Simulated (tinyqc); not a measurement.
# Depletion-mode phase shifter in a rib waveguide and its Mach-Zehnder modulator: what changes with what

A lateral p-n junction at x0 in a waveguide whose mode intensity is a Gaussian of rms width s about x = 0; p side at smaller x. Reverse bias removes carriers and raises the index. Abrupt junction, doping uniform over the whole mode, lumped electrode (no travelling-wave effects).

Parameters, values chosen for the exercise; values close to those of silicon near 1550 nm:
```
symbol,value,unit,meaning
lam,1550,nm,wavelength
eps_r,11.7,,relative permittivity of the semiconductor
Na,1.2e18,cm^-3,acceptor density
Nd,8.7e17,cm^-3,donor density
Vb,0.98,V,built-in voltage
s,130,nm,rms width of the lateral mode intensity
x0,60,nm,junction offset towards the n side
G,0.91,,vertical confinement times ng/n
hr,220,nm,rib height
Cf,43,pF/m,fringe capacitance
Rs,11,ohm mm,series resistance
V,2,V,reverse bias
a0,1,dB/cm,passive loss
```

Constants: q = 1.602176634e-19 C, eps0 = 8.8541878128e-14 F/cm where lengths are in cm. Results are converted to the units shown.

Each table varies one quantity; the others keep the values above.

## Effect of the donor density

Free-carrier changes (empirical, N and P in cm^-3): |dn| = 8.5e-18 P^0.8 for holes, 8.8e-22 N for electrons; absorption 6e-18 P and 8.5e-18 N in 1/cm. W = sqrt(2 eps0 eps_r (Vb + V)(1/Na + 1/Nd)/q); edges xp = x0 - W Nd/(Na + Nd), xn = x0 + W Na/(Na + Nd); F(x) = [1 + erf(x/(sqrt(2) s))]/2. dneff = G {dn_h [F(xp(0)) - F(xp(V))] + dn_e [F(xn(V)) - F(xn(0))]}; VpiL = lam V/(2 dneff); loss = a0 + 4.343 G {a_h F(xp) + a_e [1 - F(xn)]} dB/cm at V; C = eps0 eps_r hr/W + Cf; fRC = 1/(2 pi Rs C).

Effect of the donor density:

| Nd (cm^-3) | dneff | VpiL (V cm) | loss (dB/cm) | VpiL x loss (V dB) | C (pF/m) | fRC (GHz) |
|---|---|---|---|---|---|---|
| 5e16 | 3.2592e-5 | 4.7557 | 19.389 | 92.209 | 123.43 | 117.22 |
| 9.4e16 | 4.7116e-5 | 3.2897 | 19.136 | 62.953 | 151.40 | 95.569 |
| 1.7e17 | 6.6073e-5 | 2.3459 | 19.018 | 44.615 | 184.67 | 78.349 |
| 3.3e17 | 9.3233e-5 | 1.6625 | 19.417 | 32.281 | 229.78 | 62.968 |
| 6.1e17 | 1.2223e-4 | 1.2681 | 21.034 | 26.674 | 276.47 | 52.333 |
| 1.1e18 | 1.5040e-4 | 1.0306 | 24.969 | 25.733 | 321.13 | 45.056 |
| 2.1e18 | 1.7755e-4 | 0.87299 | 34.474 | 30.095 | 363.82 | 39.768 |
| 4e18 | 1.9790e-4 | 0.78320 | 54.050 | 42.332 | 395.73 | 36.562 |

As Nd goes from 5e16 to 4e18 cm^-3, VpiL falls from 4.76 to 0.783 V cm, the loss goes from 19.4 through a minimum of 19.0 (at Nd = 1.7e17 cm^-3 among the rows listed) to 54.0 dB/cm, their product goes from 92.2 through a minimum of 25.7 (at Nd = 1.1e18 cm^-3 among the rows listed) to 42.3 V dB and fRC falls from 117 to 36.6 GHz. Rs is held fixed, though in a real device it falls with doping. For Nd = 1.1e18 to 4e18 cm^-3 the peak field passes 0.7 MV/cm, near breakdown of such junctions.

## Effect of the reverse bias

Same model as above.

Effect of the reverse bias:

| V (V) | dneff | VpiL (V cm) | loss (dB/cm) | VpiL x loss (V dB) | C (pF/m) | fRC (GHz) |
|---|---|---|---|---|---|---|
| 0.5 | 4.303e-5 | 0.9006 | 24.92 | 22.44 | 413.0 | 35.04 |
| 1.3 | 9.859e-5 | 1.022 | 23.81 | 24.33 | 341.1 | 42.42 |
| 2.1 | 1.448e-4 | 1.124 | 22.91 | 25.75 | 299.5 | 48.32 |
| 2.9 | 1.851e-4 | 1.214 | 22.13 | 26.88 | 271.5 | 53.29 |
| 3.6 | 2.168e-4 | 1.287 | 21.53 | 27.70 | 253.3 | 57.12 |
| 4.4 | 2.501e-4 | 1.363 | 20.90 | 28.49 | 237.0 | 61.04 |
| 5.2 | 2.808e-4 | 1.435 | 20.32 | 29.17 | 224.1 | 64.58 |
| 6 | 3.094e-4 | 1.503 | 19.80 | 29.75 | 213.4 | 67.81 |

As V goes from 0.5 to 6 V, VpiL rises from 0.901 to 1.50 V cm, the loss falls from 24.9 to 19.8 dB/cm, their product rises from 22.4 to 29.7 V dB and fRC rises from 35.0 to 67.8 GHz. dneff goes as V^(0.79) on average, slower than linearly since W grows as a square root. For V = 2.9 to 6 V the peak field passes 0.7 MV/cm, near breakdown of such junctions.

Program tinyqc, `OMP_NUM_THREADS=1 python tinyqc.py 2650101 2650102 out.jsonl`; Intel Xeon 2.30GHz, shared host, one thread, about 0.01 s.
